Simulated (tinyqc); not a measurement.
The bottom gap that matches the currents.

Inverse problem. Photon flux above E from a black body at temperature T into a hemisphere: Phi(E, T) = A sum_k exp(-k E/th)[E^2 th/k + 2 E th^2/k^2 + 2 th^3/k^3], k = 1, 2, ..., with th = kB T/q in eV and A = 2 pi q^3/(h^3 c^2). In a two-junction cell the top cell (gap E1) absorbs every photon above E1 and the bottom cell (gap E2) every photon between E2 and E1, one electron each; the sun fills the share fs X of the hemisphere. The currents match when Phi(E2, Ts) = 2 Phi(E1, Ts). Find E2 and the matched current q fs X Phi(E1, Ts).

Parameters, values chosen for the exercise:
- Ts = 4500 K (temperature of the black-body sun)
- fs = 2.16e-5 (share of the hemisphere filled by the sun)
- X = 100 (concentration)

Constants: q = 1.602176634e-19 C, kB = 1.380649e-23 J/K, h = 6.62607015e-34 J s, c = 299792458 m/s. Results are converted to the units shown.

E1 = 1.3408104 eV

Answer. Phi falls steadily with energy, so the condition has one root below E1.

E2 = 0.830 eV
matched current = 1.33e3 mA/cm^2

Program tinyqc, `OMP_NUM_THREADS=1 python tinyqc.py 2820002 2820003 out.jsonl`; Intel Xeon 2.30GHz, shared host, one thread, about 0.01 s.
